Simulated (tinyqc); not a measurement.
Stretching all distances: RHF, UHF, MP2, CISD and CCSD against full CI in the 6-311g basis, for H2, spin multiplicity 1. Computed by the program tinyqc with PySCF. 

Geometry (angstrom):

| atom | x | y | z |
|---|---|---|---|
| H | 0.0000 | 0.0000 | 0.0000 |
| H | 0.0000 | 0.0000 | 0.6380 |

All coordinates are multiplied by the scale. c0^2 is the weight of the RHF determinant in the lowest singlet FCI state (UHF is spin-contaminated and may lie near states of higher spin) and n(LUMO) the first natural occupation beyond the occupied space.

Full CI energy (hartree) and errors against it (kcal/mol):

| scale | distance 1-2 (angstrom) | E(FCI) | RHF | UHF | MP2 | CISD | CCSD | <S^2> UHF | c0^2 | n(LUMO) |
|---|---|---|---|---|---|---|---|---|---|---|
| 0.9500 | 0.6061 | -1.136328 | 14.6222 | 14.6222 | 3.9312 | 0.0000 | 0.0000 | 0.0000 | 0.9890 | 0.0161 |
| 1.2700 | 0.8103 | -1.151304 | 16.9602 | 16.9602 | 5.3496 | 0.0000 | 0.0000 | 0.0000 | 0.9820 | 0.0312 |
| 1.5800 | 1.0080 | -1.128342 | 20.6712 | 20.6712 | 7.5660 | 0.0000 | 0.0000 | 0.0000 | 0.9699 | 0.0559 |
| 1.9000 | 1.2122 | -1.096966 | 26.0014 | 25.8742 | 10.8020 | 0.0000 | 0.0000 | 0.0718 | 0.9492 | 0.0970 |
| 2.2200 | 1.4164 | -1.067878 | 32.8407 | 24.9039 | 15.0783 | 0.0000 | 0.0000 | 0.4885 | 0.9174 | 0.1590 |
| 2.5300 | 1.6141 | -1.045197 | 40.8638 | 19.3133 | 20.1880 | 0.0000 | 0.0000 | 0.7117 | 0.8745 | 0.2415 |
| 2.8500 | 1.8183 | -1.028071 | 50.3839 | 13.1515 | 26.2203 | 0.0000 | 0.0000 | 0.8400 | 0.8195 | 0.3461 |

UHF parts from RHF first at scale 1.9 of those listed, where <S^2> leaves zero. The weight c0^2 goes from 0.99 to 0.82 and n(LUMO) from 0.02 to 0.35: static correlation grows as the bonds break into open-shell fragments. The spread of the error along the curve, which distorts its shape, is CISD 0.0, CCSD 0.0, UHF 12.7, MP2 22.3, RHF 35.8 kcal/mol. With two electrons CISD and CCSD are exact.
